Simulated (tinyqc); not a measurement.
Worked calculation: type-II superlattice in the two-band Kane model. Values are carried at full precision from step to step, so a last printed digit may differ when a step is redone from the rounded ones.

Motion along the axis, period d = a + b, c = hbar^2/2m0. Conduction and light-hole bands couple: (E - Ec)(E - Ev) = Ep c k^2 in each layer, with mass m(E) = (E - Ev)/Ep, which may be negative. The conduction envelope psi and psi'/m(E) are continuous; a layer carries them by [[cos kt, (m/k) sin kt], [-(k/m) sin kt, cos kt]] (cosh and sinh for k^2 < 0), and cos(q d) = tr(M_B M_A)/2. C1 is the first miniband above EvB, with its bottom at tr/2 = +1 and its top at -1; the gap is the bottom of C1 less the top heavy-hole level HH1.

Constants: hbar^2/2m0 = 3.80998211 eV angstrom^2; hc = 1239.841984 eV nm.

Inputs chosen for the exercise (near those of an InAs/GaSb superlattice; not measured data):
```
symbol  value  unit      meaning
a       47     angstrom  layer A
b       22     angstrom  layer B
EcA     0      eV        conduction edge of A
EvA     -0.41  eV        valence edge of A
EcB     0.969  eV        conduction edge of B
EvB     0.162  eV        valence edge of B
EpA     14.5   eV        coupling energy in A
EpB     17.9   eV        coupling energy in B
E       0.22   eV        trial energy
mhA     0.33   m0        heavy hole in A
mhB     0.26   m0        heavy hole in B
```

## Wave numbers and masses at one energy

Give k^2 and m(E) in both layers.

Layers:
```
layer  k^2 (1/angstrom^2)  m(E) (m0)
A               0.0025088    0.04345
B             -0.00063699    0.00324
```

In B the decay constant is 0.0252 1/angstrom; across the gap of B it peaks at mid-gap, at 0.0489, and vanishes at both edges.

## Transfer matrices

Form M_A, M_B and half the trace of their product.

M_A (angstrom units):
```
[[-0.70566, 0.61462],
 [-0.81684, -0.70566]]
```

M_B (angstrom units):
```
[[1.1582, 0.075005],
 [4.5506, 1.1582]]
```

tr/2 = 0.5506

E lies in a miniband.

## Edges and effective gap

Heavy holes are uncoupled: with e = EvB - E, p = sqrt(mhB e/c), w = sqrt(mhA (EvB - EvA - e)/c), the top level HH1 at q = 0 solves (p/mhB) tan(p b/2) = (w/mhA) tanh(w a/2).

C1 is the first miniband above EvB: bottom at tr/2 = +1, top at -1. The gap is its bottom less HH1; cut-off wavelength hc/gap.

bottom of C1 = 0.1987 eV
top of C1 = 0.3023 eV
HH1 = 0.0342 eV
gap = 0.1645 eV
cut-off = 7.54 micrometre

The bulk edges overlap by 162 meV; confinement lifts the electrons by 199 meV and lowers the holes by 128 meV, which opens the gap. It is 0.40 of the smaller bulk gap.

## Electron mass along the axis

m_z = -2 c f'/d^2 with f = tr/2 differentiated at the bottom of C1 (central difference of 1e-6 eV); compare the bulk edge mass (EcA - EvA)/EpA.

f' = -21.11 1/eV
m_z = 0.0338 m0
bulk edge mass of A = 0.0283 m0

## Checks

- Bottom of C1 from the two-band matrix on a staggered grid of 0.5 angstrom against the transfer matrix, eV: both 0.199.

Run: tinyqc, `OMP_NUM_THREADS=1 python tinyqc.py 1251297 1251298 out.jsonl`; Intel(R) Xeon(R) Processor @ 2.30GHz, one thread, shared host; about 0.2 s of CPU time with all checks.
